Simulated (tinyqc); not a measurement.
Worked calculation: tight binding, kagome lattice. Computed by tinyqc, a small Python program that keeps every step. Settings: t1 = 0.75, t2 = 0.48, delta = 0.42, bands filled = 2. Command: `OMP_NUM_THREADS=1 python tinyqc.py 23288 23289 out.jsonl` (the two numbers bound the seeds that draw the settings). One thread of a shared host (Intel(R) Xeon(R) Processor @ 2.60GHz), about 0.01 s of CPU time with the checks.

## Bloch Hamiltonian at k

Parameters chosen for this model:
```
parameter     value                unit
t1         0.750000    eV, up triangles
t2         0.480000  eV, down triangles
delta      0.420000        eV on site C
```

k point k (fractions of the reciprocal vectors): [-0.360000, -0.480000]

H_AB = -t1 - t2 exp(-i k.a1), H_AC = -t1 - t2 exp(-i k.a2), H_BC = -t1 - t2 exp(i k.(a1 - a2)), H_CC = delta.

H(k) at k (eV), order A, B, C:
$$\begin{pmatrix}
0.000000 & -0.444036-0.369846i & -0.273785-0.060160i \\
-0.444036+0.369846i & 0.000000 & -1.099905-0.328583i \\
-0.273785+0.060160i & -1.099905+0.328583i & 0.420000
\end{pmatrix}$$

## Levels at k

Diagonalise the Hermitian matrix.

eigenvalues (eV): [-1.240202, 0.229792, 1.430410]

weights |c|^2 of the basis functions, order A, B, C:
$$\begin{pmatrix}
0.188810 & 0.771412 & 0.039778 \\
0.504462 & 0.069288 & 0.426250 \\
0.306728 & 0.159301 & 0.533971
\end{pmatrix}$$

## Bloch Hamiltonian at K

k point K (fractions of the reciprocal vectors): [0.333333, 0.666667]

As before.

H(k) at K (eV), order A, B, C:
$$\begin{pmatrix}
0.000000 & -0.510000+0.415692i & -0.510000-0.415692i \\
-0.510000-0.415692i & 0.000000 & -0.510000+0.415692i \\
-0.510000+0.415692i & -0.510000-0.415692i & 0.420000
\end{pmatrix}$$

## Levels at K

As before.

eigenvalues (eV): [-0.909382, -0.064417, 1.393799]

weights |c|^2 of the basis functions, order A, B, C:
$$\begin{pmatrix}
0.398753 & 0.326014 & 0.275233 \\
0.398753 & 0.326014 & 0.275233 \\
0.202494 & 0.347972 & 0.449534
\end{pmatrix}$$

## Bands along a path

The same steps at evenly spaced points between the labelled ones.

Bands along the path (eV):
```
k             band 1     band 2    band 3
G          -2.330208   1.230000  1.520208
G-K 0.20   -2.231514   1.196443  1.455071
G-K 0.40   -1.955258   1.005401  1.369857
G-K 0.60   -1.559999   0.626003  1.353997
G-K 0.80   -1.147390   0.200873  1.366518
K          -0.909382  -0.064417  1.393799
K-M 0.20   -0.928205  -0.062711  1.410916
K-M 0.40   -1.004238  -0.004155  1.428393
K-M 0.60   -1.085267   0.061396  1.443871
K-M 0.80   -1.142210   0.107552  1.454658
M          -1.162379   0.123838  1.458540
M-K' 0.20  -1.142210   0.107552  1.454658
M-K' 0.40  -1.085267   0.061396  1.443871
M-K' 0.60  -1.004238  -0.004155  1.428393
M-K' 0.80  -0.928205  -0.062711  1.410916
K'         -0.909382  -0.064417  1.393799
```

With 2 band(s) filled, the highest filled level on these points lies at G and the lowest empty one at G-K 0.60: a gap of 0.1240 eV, indirect.
